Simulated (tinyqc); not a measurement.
Cyclotron resonance of ellipsoidal valleys, Si type: one step. Line shape. Four cases, with inputs chosen for the exercise.

Problem. For linear polarisation and one isotropic mass the absorbed power goes as P = [1 + (w^2 + wc^2) tau^2]/([1 + (wc^2 - w^2) tau^2]^2 + 4 w^2 tau^2), w = 2 pi nu. List it for wc/w = 0, 0.5, 0.8, 0.9, 1, 1.1, 1.2, 1.5 and 2, which is B over the resonance field.

Case 1.

Values chosen (out of a larger set: near those of Si; not measured data): nu = 24 GHz (microwave frequency); tau = 55 ps (scattering time).

Case 2.

Values chosen (out of a larger set: near those of Si; not measured data): nu = 35 GHz (microwave frequency); tau = 16 ps (scattering time).

Case 3.

Values chosen (out of a larger set: near those of Si; not measured data): nu = 9.4 GHz (microwave frequency); tau = 83 ps (scattering time).

Case 4.

Values chosen (out of a larger set: near those of Si; not measured data): nu = 24 GHz (microwave frequency); tau = 100 ps (scattering time).

Give: w tau; Power.

Solution.

Case 1.

w tau = 8.294

Power:
```
wc/w         P
0.0    0.01433
0.5    0.03069
0.8     0.1355
0.9     0.2982
1.0     0.5018
1.1     0.2979
1.2     0.1348
1.5    0.02864
2.0   0.007971
```

The largest listed value lies at wc/w = 1.0, 35.0 times the zero-field value. With w tau well above 1 the line is sharp, of relative half width about 1/(w tau). The closest two lines of this crystal are 44.7 % apart, so they are resolved.

Case 2.

w tau = 3.519

Power:
```
wc/w        P
0.0   0.07474
0.5    0.1394
0.8    0.3466
0.9    0.4559
1.0    0.5099
1.1    0.4539
1.2    0.3426
1.5    0.1285
2.0   0.04182
```

The largest listed value lies at wc/w = 1.0, 6.8 times the zero-field value. With w tau well above 1 the line is sharp, of relative half width about 1/(w tau). The closest two lines of this crystal are 43.6 % apart, so they are resolved.

Case 3.

w tau = 4.902

Power:
```
wc/w        P
0.0   0.03995
0.5   0.08043
0.8    0.2613
0.9    0.4088
1.0    0.5051
1.1    0.4078
1.2    0.2592
1.5   0.07466
2.0   0.02228
```

The largest listed value lies at wc/w = 1.0, 12.6 times the zero-field value. With w tau well above 1 the line is sharp, of relative half width about 1/(w tau). The closest two lines of this crystal are 30.3 % apart, so they are resolved.

Case 4.

w tau = 15.080

Power:
```
wc/w         P
0.0   0.004378
0.5   0.009619
0.8    0.05020
0.9     0.1533
1.0     0.5005
1.1     0.1532
1.2    0.04998
1.5   0.008995
2.0   0.002433
```

The largest listed value lies at wc/w = 1.0, 114.3 times the zero-field value. With w tau well above 1 the line is sharp, of relative half width about 1/(w tau). The closest two lines of this crystal are 19.5 % apart, so they are resolved.

Computed by tinyqc, one run a case: `OMP_NUM_THREADS=1 python tinyqc.py N N+1 out.jsonl` with N = 1281339, 1282219, 1282293, 1282297; one thread of a shared Intel(R) Xeon(R) Processor @ 2.30GHz, about 0.01 s a run at most.
